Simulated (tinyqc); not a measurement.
CIS on RHF in the 6-311g basis, for H2, spin multiplicity 1, step by step. Computed by tinyqc, a small Python program that keeps every step (integrals from PySCF). Settings: charge = 0, multiplicity = 1, basis = 6-311g, method = RHF, energy threshold = 1e-10, iteration cap = 50, orthogonalisation = symmetric, start = core, DIIS depth = 6. Command: `OMP_NUM_THREADS=1 python tinyqc.py 26589 26590 out.jsonl` (the two numbers bound the seeds that draw the settings). One thread of a shared host (Intel(R) Xeon(R) Processor @ 2.60GHz), about 0.04 s of CPU time with the checks. The early iterations of the SCF are left out here.

## One-electron integrals

Geometry (angstrom):
```
atom         x         y         z
H     0.000000  0.000000  0.000000
H     0.000000  0.000000  0.644000
```

Basis 6-311g: exponents (1/bohr^2) and contraction coefficients of normalised primitives:
```
element  l (shell)   exponent  coefficient
H            s (1)  33.865000     0.025494
H            s (1)   5.094790     0.190373
H            s (1)   1.158790     0.852161
H            s (2)   0.325840     1.000000
H            s (3)   0.102741     1.000000
```

Overlap, kinetic and nuclear-attraction integrals over the contracted functions; the nuclear repulsion is the sum of Za Zb / Rab.

nuclear repulsion = 0.82170374 hartree

overlap S, order 1H 1s, 1H 2s, 1H 3s, 2H 1s, 2H 2s, 2H 3s:
$$\begin{pmatrix}
1.000000 & 0.706377 & 0.373664 & 0.365388 & 0.481362 & 0.324685 \\
0.706377 & 1.000000 & 0.788963 & 0.481362 & 0.785612 & 0.702772 \\
0.373664 & 0.788963 & 1.000000 & 0.324685 & 0.702772 & 0.926740 \\
0.365388 & 0.481362 & 0.324685 & 1.000000 & 0.706377 & 0.373664 \\
0.481362 & 0.785612 & 0.702772 & 0.706377 & 1.000000 & 0.788963 \\
0.324685 & 0.702772 & 0.926740 & 0.373664 & 0.788963 & 1.000000
\end{pmatrix}$$

kinetic energy T (hartree), order 1H 1s, 1H 2s, 1H 3s, 2H 1s, 2H 2s, 2H 3s:
$$\begin{pmatrix}
2.304348 & 0.549119 & 0.106346 & 0.228932 & 0.277920 & 0.083745 \\
0.549119 & 0.488760 & 0.184881 & 0.277920 & 0.322209 & 0.151983 \\
0.106346 & 0.184881 & 0.154112 & 0.083745 & 0.151983 & 0.135577 \\
0.228932 & 0.277920 & 0.083745 & 2.304348 & 0.549119 & 0.106346 \\
0.277920 & 0.322209 & 0.151983 & 0.549119 & 0.488760 & 0.184881 \\
0.083745 & 0.151983 & 0.135577 & 0.106346 & 0.184881 & 0.154112
\end{pmatrix}$$

nuclear attraction V (hartree), order 1H 1s, 1H 2s, 1H 3s, 2H 1s, 2H 2s, 2H 3s:
$$\begin{pmatrix}
-2.927552 & -1.622176 & -0.806954 & -1.030652 & -1.149044 & -0.714252 \\
-1.622176 & -1.597255 & -1.062640 & -1.149044 & -1.323993 & -0.974968 \\
-0.806954 & -1.062640 & -0.975517 & -0.714252 & -0.974968 & -0.924543 \\
-1.030652 & -1.149044 & -0.714252 & -2.927552 & -1.622176 & -0.806954 \\
-1.149044 & -1.323993 & -0.974968 & -1.622176 & -1.597255 & -1.062640 \\
-0.714252 & -0.974968 & -0.924543 & -0.806954 & -1.062640 & -0.975517
\end{pmatrix}$$

core Hamiltonian H = T + V (hartree), order 1H 1s, 1H 2s, 1H 3s, 2H 1s, 2H 2s, 2H 3s:
$$\begin{pmatrix}
-0.623204 & -1.073057 & -0.700608 & -0.801720 & -0.871124 & -0.630507 \\
-1.073057 & -1.108495 & -0.877758 & -0.871124 & -1.001785 & -0.822985 \\
-0.700608 & -0.877758 & -0.821406 & -0.630507 & -0.822985 & -0.788966 \\
-0.801720 & -0.871124 & -0.630507 & -0.623204 & -1.073057 & -0.700608 \\
-0.871124 & -1.001785 & -0.822985 & -1.073057 & -1.108495 & -0.877758 \\
-0.630507 & -0.822985 & -0.788966 & -0.700608 & -0.877758 & -0.821406
\end{pmatrix}$$

## Two-electron integrals

Functions are numbered as in S; the eight-fold symmetry (ij|kl) = (ji|kl) = (kl|ij) leaves the list below.

Two-electron integrals (ij|kl) in chemists' order, unique and non-zero (hartree):
```
(11|11) 1.393035   (21|11) 0.822971   (21|21) 0.509703   (22|11) 0.822904
(22|21) 0.543028   (22|22) 0.644106   (31|11) 0.411256   (31|21) 0.257757
(31|22) 0.279868   (31|31) 0.130794   (32|11) 0.543681   (32|21) 0.365771
(32|22) 0.452669   (32|31) 0.189803   (32|32) 0.325140   (33|11) 0.494021
(33|21) 0.340115   (33|22) 0.445993   (33|31) 0.178035   (33|32) 0.331779
(33|33) 0.361682   (41|11) 0.413181   (41|21) 0.258475   (41|22) 0.278610
(41|31) 0.131021   (41|32) 0.188198   (41|33) 0.175499   (41|41) 0.168586
(42|11) 0.413130   (42|21) 0.273019   (42|22) 0.321986   (42|31) 0.140658
(42|32) 0.224940   (42|33) 0.219126   (42|41) 0.188383   (42|42) 0.235191
(43|11) 0.251204   (43|21) 0.168360   (43|22) 0.204432   (43|31) 0.087161
(43|32) 0.144758   (43|33) 0.143804   (43|41) 0.116910   (43|42) 0.151252
(43|43) 0.098680   (44|11) 0.786227   (44|21) 0.532179   (44|22) 0.649230
(44|31) 0.276025   (44|32) 0.458089   (44|33) 0.450981   (44|41) 0.413181
(44|42) 0.547601   (44|43) 0.356292   (44|44) 1.393035   (51|11) 0.547601
(51|21) 0.340909   (51|22) 0.366135   (51|31) 0.172650   (51|32) 0.247318
(51|33) 0.230793   (51|41) 0.188383   (51|42) 0.204162   (51|43) 0.126496
(51|44) 0.413130   (51|51) 0.235191   (52|11) 0.606301   (52|21) 0.403286
(52|22) 0.486383   (52|31) 0.208416   (52|32) 0.344593   (52|33) 0.343737
(52|41) 0.232742   (52|42) 0.284434   (52|43) 0.183712   (52|44) 0.606301
(52|51) 0.284434   (52|52) 0.397533   (53|11) 0.437257   (53|21) 0.296861
(53|22) 0.375344   (53|31) 0.154559   (53|32) 0.272843   (53|33) 0.284227
(53|41) 0.173071   (53|42) 0.221750   (53|43) 0.146248   (53|44) 0.479201
(53|51) 0.210804   (53|52) 0.314054   (53|53) 0.257980   (54|11) 0.532179
(54|21) 0.358993   (54|22) 0.440286   (54|31) 0.186209   (54|32) 0.312786
(54|33) 0.311851   (54|41) 0.258475   (54|42) 0.340909   (54|43) 0.223441
(54|44) 0.822971   (54|51) 0.273019   (54|52) 0.403286   (54|53) 0.322705
(54|54) 0.509703   (55|11) 0.649230   (55|21) 0.440286   (55|22) 0.553921
(55|31) 0.229098   (55|32) 0.400965   (55|33) 0.413857   (55|41) 0.278610
(55|42) 0.366135   (55|43) 0.242843   (55|44) 0.822904   (55|51) 0.321986
(55|52) 0.486383   (55|53) 0.400279   (55|54) 0.543028   (55|55) 0.644106
(61|11) 0.356292   (61|21) 0.223441   (61|22) 0.242843   (61|31) 0.113401
(61|32) 0.164753   (61|33) 0.154610   (61|41) 0.116910   (61|42) 0.126496
(61|43) 0.078497   (61|44) 0.251204   (61|51) 0.151252   (61|52) 0.183712
(61|53) 0.136501   (61|54) 0.168360   (61|55) 0.204432   (61|61) 0.098680
(62|11) 0.479201   (62|21) 0.322705   (62|22) 0.400279   (62|31) 0.167515
(62|32) 0.287868   (62|33) 0.294373   (62|41) 0.173071   (62|42) 0.210804
(62|43) 0.136501   (62|44) 0.437257   (62|51) 0.221750   (62|52) 0.314054
(62|53) 0.250771   (62|54) 0.296861   (62|55) 0.375344   (62|61) 0.146248
(62|62) 0.257980   (63|11) 0.447219   (63|21) 0.308252   (63|22) 0.405486
(63|31) 0.161430   (63|32) 0.302283   (63|33) 0.330983   (63|41) 0.166445
(63|42) 0.213007   (63|43) 0.141117   (63|44) 0.447219   (63|51) 0.213007
(63|52) 0.324708   (63|53) 0.272616   (63|54) 0.308252   (63|55) 0.405486
(63|61) 0.141117   (63|62) 0.272616   (63|63) 0.310630   (64|11) 0.276025
(64|21) 0.186209   (64|22) 0.229098   (64|31) 0.096616   (64|32) 0.163196
(64|33) 0.163523   (64|41) 0.131021   (64|42) 0.172650   (64|43) 0.113401
(64|44) 0.411256   (64|51) 0.140658   (64|52) 0.208416   (64|53) 0.167515
(64|54) 0.257757   (64|55) 0.279868   (64|61) 0.087161   (64|62) 0.154559
(64|63) 0.161430   (64|64) 0.130794   (65|11) 0.458089   (65|21) 0.312786
(65|22) 0.400965   (65|31) 0.163196   (65|32) 0.293785   (65|33) 0.310367
(65|41) 0.188198   (65|42) 0.247318   (65|43) 0.164753   (65|44) 0.543681
(65|51) 0.224940   (65|52) 0.344593   (65|53) 0.287868   (65|54) 0.365771
(65|55) 0.452669   (65|61) 0.144758   (65|62) 0.272843   (65|63) 0.302283
(65|64) 0.189803   (65|65) 0.325140   (66|11) 0.450981   (66|21) 0.311851
(66|22) 0.413857   (66|31) 0.163523   (66|32) 0.310367   (66|33) 0.344145
(66|41) 0.175499   (66|42) 0.230793   (66|43) 0.154610   (66|44) 0.494021
(66|51) 0.219126   (66|52) 0.343737   (66|53) 0.294373   (66|54) 0.340115
(66|55) 0.445993   (66|61) 0.143804   (66|62) 0.284227   (66|63) 0.330983
(66|64) 0.178035   (66|65) 0.331779   (66|66) 0.361682
```

## Orthogonalisation

S = U s U^T; symmetric (Loewdin) form X = U s^(-1/2) U^T, so that X^T S X = 1.

eigenvalues of S: [0.025483, 0.149287, 0.154937, 0.741840, 0.907741, 4.020712]

X, order 1H 1s, 1H 2s, 1H 3s, 2H 1s, 2H 2s, 2H 3s:
$$\begin{pmatrix}
1.383646 & -0.745639 & 0.218067 & -0.088283 & 0.023994 & -0.040785 \\
-0.745639 & 2.540113 & -1.233518 & 0.023994 & -0.845315 & 0.498613 \\
0.218067 & -1.233518 & 3.127380 & -0.040785 & 0.498613 & -1.981097 \\
-0.088283 & 0.023994 & -0.040785 & 1.383646 & -0.745639 & 0.218067 \\
0.023994 & -0.845315 & 0.498613 & -0.745639 & 2.540113 & -1.233518 \\
-0.040785 & 0.498613 & -1.981097 & 0.218067 & -1.233518 & 3.127380
\end{pmatrix}$$

## Iteration 6 (converged): orbitals

converged F (hartree), order 1H 1s, 1H 2s, 1H 3s, 2H 1s, 2H 2s, 2H 3s:
$$\begin{pmatrix}
0.500642 & -0.510855 & -0.500862 & -0.578011 & -0.579744 & -0.484449 \\
-0.510855 & -0.408717 & -0.399058 & -0.579744 & -0.509222 & -0.416144 \\
-0.500862 & -0.399058 & -0.250889 & -0.484449 & -0.416144 & -0.264999 \\
-0.578011 & -0.579744 & -0.484449 & 0.500642 & -0.510855 & -0.500862 \\
-0.579744 & -0.509222 & -0.416144 & -0.510855 & -0.408717 & -0.399058 \\
-0.484449 & -0.416144 & -0.264999 & -0.500862 & -0.399058 & -0.250889
\end{pmatrix}$$

Diagonalise F' = X^T F X, C = X C', fill 1 alpha and 1 beta electrons from the bottom; D = 2 C_occ C_occ^T. Each column has its largest component positive (the first on a tie).

F' = X^T F X (hartree):
$$\begin{pmatrix}
1.696501 & -1.168213 & 0.014882 & -0.525565 & -0.145029 & -0.160022 \\
-1.168213 & 0.963878 & -0.378537 & -0.145029 & -0.266138 & -0.020291 \\
0.014882 & -0.378537 & 0.207804 & -0.160022 & -0.020291 & -0.126674 \\
-0.525565 & -0.145029 & -0.160022 & 1.696501 & -1.168213 & 0.014882 \\
-0.145029 & -0.266138 & -0.020291 & -1.168213 & 0.963878 & -0.378537 \\
-0.160022 & -0.020291 & -0.126674 & 0.014882 & -0.378537 & 0.207804
\end{pmatrix}$$

orbital energies (hartree): MO1 -0.627205, MO2 0.182507, MO3 0.298530, MO4 0.696097, MO5 2.278481, MO6 2.907956

coefficients C, order 1H 1s, 1H 2s, 1H 3s, 2H 1s, 2H 2s, 2H 3s:
$$\begin{pmatrix}
0.206836 & 0.072879 & -0.053814 & -0.081214 & -1.034120 & -1.183660 \\
0.286128 & -0.091949 & -0.669763 & -1.978284 & 1.198393 & 1.898633 \\
0.113701 & 2.666935 & 0.832662 & 2.412623 & -0.486298 & -1.283984 \\
0.206836 & -0.072879 & -0.053814 & 0.081214 & -1.034120 & 1.183660 \\
0.286128 & 0.091949 & -0.669763 & 1.978284 & 1.198393 & -1.898633 \\
0.113701 & -2.666935 & 0.832662 & -2.412623 & -0.486298 & 1.283984
\end{pmatrix}$$

D after iteration 6, order 1H 1s, 1H 2s, 1H 3s, 2H 1s, 2H 2s, 2H 3s:
$$\begin{pmatrix}
0.085562 & 0.118363 & 0.047035 & 0.085562 & 0.118363 & 0.047035 \\
0.118363 & 0.163739 & 0.065066 & 0.118363 & 0.163739 & 0.065066 \\
0.047035 & 0.065066 & 0.025856 & 0.047035 & 0.065066 & 0.025856 \\
0.085562 & 0.118363 & 0.047035 & 0.085562 & 0.118363 & 0.047035 \\
0.118363 & 0.163739 & 0.065066 & 0.118363 & 0.163739 & 0.065066 \\
0.047035 & 0.065066 & 0.025856 & 0.047035 & 0.065066 & 0.025856
\end{pmatrix}$$

## Convergence

Stop when the energy changes by less than 1e-10 hartree and every element of the error matrix X^T (F D S - S D F) X is below 3e-06.

Course of the cycle:
```
iteration  E (hartree)     change  largest element of the error matrix
1          -1.06728492          -                             1.56e-01
2          -1.11952080  -5.22e-02                             2.08e-02
3          -1.12134592  -1.83e-03                             2.59e-03
4          -1.12136767  -2.17e-05                             6.80e-05
5          -1.12136769  -2.48e-08                             2.99e-07
6          -1.12136769  -2.90e-13                             1.47e-07
```

PySCF RHF in the same basis = -1.12136769 hartree

Converged in 6 iterations.

## Integrals over molecular orbitals

(pq|rs) = sum C_ip C_jq C_kr C_ls (ij|kl), one index at a time.

one-electron integrals over orbitals h = C^T H C (hartree):
$$\begin{pmatrix}
-1.315867 & 0.000000 & 0.140572 & 0.000000 & 0.117779 & 0.000000 \\
0.000000 & -0.456731 & 0.000000 & 0.204793 & 0.000000 & 0.016870 \\
0.140572 & 0.000000 & -0.382331 & 0.000000 & -0.188608 & 0.000000 \\
0.000000 & 0.204793 & 0.000000 & -0.239682 & 0.000000 & -0.240792 \\
0.117779 & 0.000000 & -0.188608 & 0.000000 & 1.053911 & 0.000000 \\
0.000000 & 0.016870 & 0.000000 & -0.240792 & 0.000000 & 1.547106
\end{pmatrix}$$

Two-electron integrals over orbitals (pq|rs), unique and non-zero (hartree):
```
(11|11) 0.688662    (21|21) 0.035884    (22|11) 0.337561    (22|22) 0.292072
(31|11) -0.140572   (31|22) -0.019563   (31|31) 0.054397    (32|21) 0.024402
(32|32) 0.044658    (33|11) 0.367629    (33|22) 0.271247    (33|31) -0.033319
(33|33) 0.282214    (41|21) -0.055198   (41|32) -0.015014   (41|41) 0.104516
(42|11) -0.129996   (42|22) -0.038490   (42|31) 0.033457    (42|33) -0.042471
(42|42) 0.047190    (43|21) 0.021223    (43|32) 0.016742    (43|41) -0.033791
(43|43) 0.019309    (44|11) 0.520147    (44|22) 0.321493    (44|31) -0.079626
(44|33) 0.316574    (44|42) -0.099707   (44|44) 0.451528    (51|11) -0.117779
(51|22) -0.006409   (51|31) 0.058161    (51|33) -0.025415   (51|42) 0.020105
(51|44) -0.053826   (51|51) 0.103953    (52|21) 0.003377    (52|32) 0.000916
(52|41) -0.003518   (52|43) -0.004807   (52|52) 0.008480    (53|11) 0.123385
(53|22) 0.027193    (53|31) -0.041677   (53|33) 0.036310    (53|42) -0.031199
(53|44) 0.074289    (53|51) -0.050927   (53|53) 0.039533    (54|21) -0.008038
(54|32) -0.022458   (54|41) -0.003993   (54|43) 0.001810    (54|52) -0.011922
(54|54) 0.034289    (55|11) 0.664262    (55|22) 0.325613    (55|31) -0.136633
(55|33) 0.359595    (55|42) -0.119264   (55|44) 0.494484    (55|51) -0.140809
(55|53) 0.129074    (55|55) 0.674645    (61|21) -0.027927   (61|32) 0.010144
(61|41) 0.072439    (61|43) -0.029708   (61|52) 0.016512    (61|54) -0.045297
(61|61) 0.110192    (62|11) -0.022399   (62|22) 0.012146    (62|31) 0.018020
(62|33) 0.001930    (62|42) -0.000595   (62|44) -0.003022   (62|51) 0.031033
(62|53) -0.011428   (62|55) -0.029150   (62|62) 0.016057    (63|21) 0.025635
(63|32) 0.003633    (63|41) -0.051436   (63|43) 0.017168    (63|52) -0.002600
(63|54) 0.014533    (63|61) -0.053438   (63|63) 0.033145    (64|11) 0.156616
(64|22) 0.017963    (64|31) -0.061618   (64|33) 0.040046    (64|42) -0.036506
(64|44) 0.089166    (64|51) -0.081434   (64|53) 0.050621    (64|55) 0.164598
(64|62) -0.028984   (64|64) 0.088093    (65|21) 0.062958    (65|32) 0.015157
(65|41) -0.123093   (65|43) 0.047402    (65|52) -0.012742   (65|54) 0.039312
(65|61) -0.139254   (65|63) 0.081644    (65|65) 0.217060    (66|11) 0.735521
(66|22) 0.345555    (66|31) -0.166657   (66|33) 0.375477    (66|42) -0.141919
(66|44) 0.553364    (66|51) -0.194985   (66|53) 0.157173    (66|55) 0.754714
(66|62) -0.044807   (66|64) 0.216806    (66|66) 0.893081
```

## CIS matrix, singlets

A(ia,jb) = (e_a - e_i) d_ij d_ab + 2 (ia|jb) - (ij|ab).

CIS matrix A, singlet (hartree), order 1>2, 1>3, 1>4, 1>5, 1>6:
$$\begin{pmatrix}
0.543919 & 0.000000 & 0.019600 & 0.000000 & -0.033456 \\
0.000000 & 0.666900 & 0.000000 & -0.007062 & 0.000000 \\
0.019600 & 0.000000 & 1.012187 & 0.000000 & -0.011737 \\
0.000000 & -0.007062 & 0.000000 & 2.449331 & 0.000000 \\
-0.033456 & 0.000000 & -0.011737 & 0.000000 & 3.020024
\end{pmatrix}$$

## CIS singlet states

dipole integrals <i|r|a> (bohr), order 1>2, 1>3, 1>4, 1>5, 1>6:
$$\begin{pmatrix}
0.000000 & 0.000000 & -0.821777 \\
0.000000 & 0.000000 & 0.000000 \\
0.000000 & 0.000000 & 0.522088 \\
0.000000 & 0.000000 & 0.000000 \\
0.000000 & 0.000000 & 0.044120
\end{pmatrix}$$

Diagonalise A (1 hartree = 27.211386 eV); each vector has its largest component positive (the first on a tie). The transition dipole is mu = sqrt2 sum c_ia <i|r|a>.

singlet excitation energies (eV): [14.766589, 18.146520, 27.562957, 66.650452, 82.193281]

lowest vectors, order 1>2, 1>3, 1>4, 1>5, 1>6:
$$\begin{pmatrix}
0.999055 & 0.000000 & 0.041288 & 0.000000 & -0.013555 \\
0.000000 & 0.999992 & 0.000000 & -0.003962 & 0.000000 \\
-0.041372 & 0.000000 & 0.999126 & 0.000000 & -0.005976 \\
0.000000 & 0.003962 & 0.000000 & 0.999992 & 0.000000 \\
0.013296 & 0.000000 & 0.006531 & 0.000000 & 0.999890
\end{pmatrix}$$

oscillator strengths 2/3 w |mu|^2: [0.512988, 0.000000, 0.321615, 0.000000, 0.010946]

## CIS matrix, triplets

A(ia,jb) = (e_a - e_i) d_ij d_ab - (ij|ab).

CIS matrix A, triplet (hartree), order 1>2, 1>3, 1>4, 1>5, 1>6:
$$\begin{pmatrix}
0.472151 & 0.000000 & 0.129996 & 0.000000 & 0.022399 \\
0.000000 & 0.558105 & 0.000000 & -0.123385 & 0.000000 \\
0.129996 & 0.000000 & 0.803154 & 0.000000 & -0.156616 \\
0.000000 & -0.123385 & 0.000000 & 2.241424 & 0.000000 \\
0.022399 & 0.000000 & -0.156616 & 0.000000 & 2.799639
\end{pmatrix}$$

## CIS triplet states

Diagonalise A (1 hartree = 27.211386 eV); each vector has its largest component positive (the first on a tie).

triplet excitation energies (eV): [11.563556, 14.942030, 22.805231, 61.237045, 76.516090]

lowest vectors, order 1>2, 1>3, 1>4, 1>5, 1>6:
$$\begin{pmatrix}
0.941215 & 0.000000 & 0.337769 & 0.000000 & 0.005244 \\
0.000000 & 0.997353 & 0.000000 & -0.072716 & 0.000000 \\
-0.336378 & 0.000000 & 0.938541 & 0.000000 & -0.077392 \\
0.000000 & 0.072716 & 0.000000 & 0.997353 & 0.000000 \\
-0.031063 & 0.000000 & 0.071079 & 0.000000 & 0.996987
\end{pmatrix}$$
